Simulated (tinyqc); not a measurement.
Solute against host over temperature: five-frequency model of solute diffusion by vacancies in an fcc metal. Computed by tinyqc, a small Python program. Command: `OMP_NUM_THREADS=1 python tinyqc.py 3018636 3018637 out.jsonl fivefreq walk`. One thread of a shared host (Intel(R) Xeon(R) Processor @ 2.30GHz), about 0.05 s of CPU time with the checks.

A vacancy next to the solute exchanges with it (w2), jumps to one of 4 sites that also neighbour the solute (w1) or to one of 7 that do not (w3); w4 is the reverse of w3 and w0 the host jump.

Inputs (values chosen for the exercise, for a model solute in a host close to gold):
```
quantity,value,unit
barrier E0 (host jump),0.689,eV
barrier E1 (vacancy circles the solute),0.698,eV
barrier E2 (exchange),0.804,eV
barrier E3 (dissociation),0.816,eV
binding energy E_b (positive for attraction),0.2,eV
vacancy formation energy E_f,0.942,eV
formation entropy S_f,2,k_B
attempt frequency nu,5.7,THz
lattice constant a,4.08,angstrom
temperature T,520,K
```

Constants: k_B = 8.617333262e-05 eV/K.

Method:
- w_i = nu exp(-E_i/(k_B T)); detailed balance gives E4 = E3 - E_b.
- Manning: with y = w4/w0, 7F = 7 - (10 y^4 + 180.5 y^3 + 927 y^2 + 1341 y)/(2 y^4 + 40.2 y^3 + 254 y^2 + 597 y + 436); f2 = (2 w1 + 7F w3)/(2 w2 + 2 w1 + 7F w3).
- c_v = exp(S_f - E_f/(k_B T)); host D0 = a^2 c_v w0 x 0.7815; solute D2 = a^2 c_v exp(E_b/(k_B T)) w2 f2; 1 angstrom^2 = 1e-16 cm^2.

Diffusion:
```
T (K),f2,D0 (cm^2/s),D2 (cm^2/s),D2/D0
338,0.97497,2.6275e-26,6.0675e-25,23.092
390,0.96069,4.5931e-23,7.0822e-22,15.419
442,0.94532,1.3858e-20,1.5615e-19,11.268
520,0.92261,8.5360e-18,6.7167e-17,7.869
598,0.90216,9.8423e-16,5.9130e-15,6.008
676,0.88472,3.7943e-14,1.8480e-13,4.871
754,0.87025,6.8710e-13,2.8306e-12,4.120
```

The apparent activation energy of D2 is 1.543 eV between the coldest rows and 1.537 eV between the hottest; without correlation it would be E_f - E_b + E2 = 1.546 eV, and the host has 1.631 eV. f2 is not small, so the exchange barrier governs.
